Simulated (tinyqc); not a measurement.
Changing the segregation coefficient m = C(silicon)/C(oxide): dopant redistribution at a moving silicon-oxide interface during parabolic oxidation. Computed by tinyqc, a small Python program. Command: `OMP_NUM_THREADS=1 python tinyqc.py 3013216 3013217 out.jsonl segox sweep`. One thread of a shared host (Intel(R) Xeon(R) Processor @ 2.30GHz), about 0.01 s of CPU time with the checks.

Uniformly doped silicon is oxidised with x_ox = sqrt(B t); the interface advances into the silicon by alpha x_ox, alpha = 0.44. The dopant does not move in the oxide, and at the interface C(silicon) = m C(oxide).

Inputs (values chosen for the exercise, modelled on boron in silicon under steam): dopant prefactor D0 = 1.18 cm^2/s; dopant activation energy E = 3.47 eV; oxidation prefactor B0 = 359 um^2/h; oxidation activation energy E_B = 0.773 eV; bulk doping C_B = 1.6e+17 1/cm^3; temperature T = 1175 C; time t = 5.9 h.

Constants: k_B = 8.617333262e-05 eV/K.

Method:
- D = D0 exp(-E/(k_B T)), converted with 1 cm^2/s = 3.6e11 um^2/h; B = B0 exp(-E_B/(k_B T)); s = alpha sqrt(B/(4 D)), the interface advance over 2 sqrt(D t).
- Temperatures in kelvin are T(C) + 273.15.
- With the dopant diffusivity D and s = alpha x_ox/(2 sqrt(D t)), in the silicon C = C_B + (C_s - C_B) erfc(y/(2 sqrt(D t)))/erfc(s), y from the original surface. Dopant balance at the interface gives C_s/C_B = 1/[1 + (1/(m alpha) - 1) g], g = sqrt(pi) s exp(s^2) erfc(s).
- Consumed silicon held alpha x_ox C_B; the oxide holds x_ox times the dopant concentration in the oxide; the difference is the excess in the silicon; 1 um = 1e-4 cm.

One run for each value; columns: (1) segregation coefficient m = C(silicon)/C(oxide); (2) ratio C_s/C_B; (3) concentration in the oxide (1/cm^3); (4) excess in the silicon (1/cm^2):
```
(1)     (2)        (3)         (4)
0.05  0.053  1.685e+17  -2.039e+13
0.12  0.121  1.614e+17  -1.892e+13
0.63  0.486  1.236e+17  -1.105e+13
1.5   0.827  8.826e+16  -3.714e+12
3.4   1.155  5.435e+16   3.336e+12
7.9   1.405  2.846e+16   8.720e+12
18    1.547  1.375e+16   1.178e+13
43    1.622  6.035e+15   1.338e+13
100   1.655  2.647e+15   1.409e+13
```

Give the missing row, segregation coefficient m = C(silicon)/C(oxide) = 0.27.

Computed row; columns: (1) segregation coefficient m = C(silicon)/C(oxide); (2) ratio C_s/C_B; (3) concentration in the oxide (1/cm^3); (4) excess in the silicon (1/cm^2):
```
(1)     (2)        (3)         (4)
0.27  0.250  1.480e+17  -1.614e+13
```

Interpolating between the two neighbouring rows (the first column on a logarithmic scale, the others too where they are positive) misses most in excess in the silicon (1/cm^2), by 6.7 %. Over the rows, ratio C_s/C_B rises from 0.0526 to 1.65 (exponent d ln y / d ln x 0.95 between the first rows and 0.024 between the last); concentration in the oxide (1/cm^3) falls from 1.68e17 to 2.65e15 (exponent d ln y / d ln x -0.049 between the first rows and -0.98 between the last); excess in the silicon (1/cm^2) rises from -2.04e13 to 1.41e13. At the low end the exponent of ratio C_s/C_B is 0.95, close to 1: here C_s/C_B is close to m alpha/g. At the high end the exponent of ratio C_s/C_B is 0.02, close to 0: almost all dopant is rejected already. The ratio passes 1 and the excess changes sign at m = 1/alpha = 2.27.

Caution (all rows): parabolic growth needs an oxide much thicker than the Deal-Grove length A, which fails for thin films and low temperatures; oxidation-enhanced or retarded diffusion is ignored.
